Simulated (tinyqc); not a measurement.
Changing the C12: anisotropic elasticity and sound waves of a cubic crystal. Computed by tinyqc, a small Python program. Command: `OMP_NUM_THREADS=1 python tinyqc.py 3007316 3007317 out.jsonl cubicelastic sweep`. One thread of a shared host (Intel(R) Xeon(R) Processor @ 2.30GHz), about 0.01 s of CPU time with the checks.

Voigt order 1..6 = xx, yy, zz, yz, xz, xy, with engineering shear strains. The rotated frame has x' as named, z' along the wafer normal and y' = z' x x'.

Inputs (values chosen for the exercise, for a model crystal):
```
quantity                                value   unit
C11                                       136    GPa
C44                                        85    GPa
expansion coefficient of the film         4.8  ppm/K
expansion coefficient of the substrate    4.2  ppm/K
cooling Delta T                           700      K
```

Frame: (113) wafer, x' along [1-10].

direction cosines a (rows x', y', z' in the cube axes):
```
            x           y           z
x'  0.7071068  -0.7071068   0.0000000
y'  0.6396021   0.6396021  -0.4264014
z'  0.3015113   0.3015113   0.9045340
```

Method:
- S11 = (C11 + C12)/D, S12 = -C12/D, D = (C11 - C12)(C11 + 2 C12), S44 = 1/C44. Zener ratio A = 2 C44/(C11 - C12); S0 = S11 - S12 - S44/2; H = 2 C44 + C12 - C11.
- C'_ijkl = C12 delta_ij delta_kl + C44 (delta_ik delta_jl + delta_il delta_jk) - H sum_m a_im a_jm a_km a_lm.
- Invert C' to S'. E along x' = 1/S'11, along y' = 1/S'22; Poisson ratios nu(x'y') = -S'12/S'11 and nu(x'z') = -S'13/S'11; in-plane shear modulus 1/S'66.
- On cooling, a thick substrate imposes eps_1 = eps_2 = (alpha_film - alpha_substrate) Delta T and eps_6 = 0; the free surface sets sigma_3 = sigma_4 = sigma_5 = 0, which fixes eps_3, eps_4, eps_5. Biaxial modulus M = (sigma_1 + sigma_2)/(2 eps); energy density M eps^2. Elastic response and constant coefficients are assumed.

One run for each value:
```
C12 (GPa)  E along x' (GPa)  biaxial modulus M (GPa)  Zener ratio A  nu(x'z')  in-plane shear modulus (GPa)
6.8                  154.81                   148.32          1.316    0.0283                        67.548
21.2                 159.71                   161.54          1.481    0.1243                        61.001
35.7                 161.03                   169.96          1.695    0.2165                        54.190
50.2                 158.89                   173.18          1.981    0.3099                        47.146
64.6                 153.08                   170.67          2.381    0.4092                        39.909
79.0                 142.88                   161.60          2.982    0.5221                        32.418
93.5                 126.67                   144.49          4.000    0.6595                        24.605
108.0                101.62                   117.28          6.071    0.8379                        16.507
122.0                 63.60                    78.31         12.143    1.0795                         8.402
```

Describe and explain the trends.

Over the rows, E along x' (GPa) goes from 155 through a maximum among these rows, 161 at 35.7, to 63.6; biaxial modulus M (GPa) goes from 148 through a maximum among these rows, 173 at 50.2, to 78.3; Zener ratio A rises from 1.32 to 12.1 (exponent d ln y / d ln x 0.10 between the first rows and 5.7 between the last). As C12 nears C11 the shear constant (C11 - C12)/2 vanishes, and directions that use it turn soft.

Extremes, crossings and ranges named in words are read from the listed rows.
